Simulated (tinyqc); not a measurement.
# Worked calculation: resistance of a source-drain extension with a graded tip

tinyqc, about 0.04 s, one thread, Intel Xeon 2.30GHz (shared host): `OMP_NUM_THREADS=1 python tinyqc.py 2282216 2282217 out.jsonl` Printed values are rounded.

y runs along the channel, the gate covers y > 0. The doping is N0 for y < y0 and N0 10^(-(y - y0)/la) beyond, uniform over the depth xj. Sheet conductance s(y) = q mu(N) max(N - Nch, 0) xj + (for y > 0) ma Cox Vo, with mu(N) = u0 + (u1 - u0)/(1 + (N/Nr)^au) and Cox = eps0 eox/tox. Current is taken as one-dimensional; depletion of the tip, spreading and the contact are left out. The metallurgical junction lies at yj, where N = Nch.

Inputs (values chosen for the exercise); mobility law close to that of electrons in silicon: relative permittivity of the gate insulator (close to silicon dioxide) eox = 3.9; insulator thickness tox = 2.5 nm; active doping of the extension far from the gate N0 = 2.1e20 cm^-3; lateral abruptness la = 2.2 nm/decade; position under the gate where the fall begins (gate edge at 0) y0 = 1.9 nm; depth of the extension xj = 22 nm; channel doping Nch = 2.5e18 cm^-3; gate overdrive Vo = 0.68 V; mobility of the gate-induced layer ma = 150 cm^2/(V s); mobility at low doping u1 = 1414 cm^2/(V s); mobility at high doping u0 = 68.5 cm^2/(V s); reference doping Nr = 9.2e16 cm^-3; exponent au = 0.711; gate length Lg = 60 nm.

Constants: q = 1.602176634e-19 C, eps0 = 8.8541878128e-14 F/cm where lengths are in cm. Results are converted to the units shown.

## Sheet resistances and junction position

yj = y0 + la log10(N0/Nch); sheet resistance of the full extension 1/[q mu(N0)(N0 - Nch) xj] and of the gate-induced layer 1/(ma Cox Vo); metallurgical length Lg - 2 yj; ye is where the doped and the gate-induced conductances are equal.

yj = 6.13341 nm
sheet resistance of the extension = 184.799 ohm/square
sheet resistance of the induced layer = 7097.84 ohm/square
metallurgical length = 47.7332 nm
ye = 5.40281 nm
N at ye = 5.37075e18 cm^-3

The gate takes over 0.731 nm before the junction, where N is still 2.15 times the channel doping.

## Resistance of the overlapped part

Midpoint rule on 12 equal steps from 0 to yj: R_ov = sum h/s(y), per width.

y, point 0 to 11 (nm): [0.255559, 0.766677, 1.27779, 1.78891, 2.30003, 2.81115, 3.32227, 3.83338, 4.34450, 4.85562, 5.36674, 5.87786]
N, point 0 to 11 (cm^-3): [2.1e20, 2.1e20, 2.1e20, 2.1e20, 1.38162e20, 8.09210e19, 4.73952e19, 2.77593e19, 1.62586e19, 9.52260e18, 5.57737e18, 3.26665e18]
doped conductance, point 0 to 11 (uS): [5411.30, 5411.30, 5411.30, 5411.30, 3628.32, 2191.02, 1332.26, 813.115, 492.868, 288.170, 149.101, 45.1372]
sheet resistance, point 0 to 11 (ohm/square): [180.109, 180.109, 180.109, 180.109, 265.308, 428.833, 678.819, 1048.22, 1577.89, 2330.69, 3448.41, 5375.62]
R_ov = 8.1136 ohm um

The exact integral is 8.2024 ohm um; the coarse sum is 1.1 % below it.
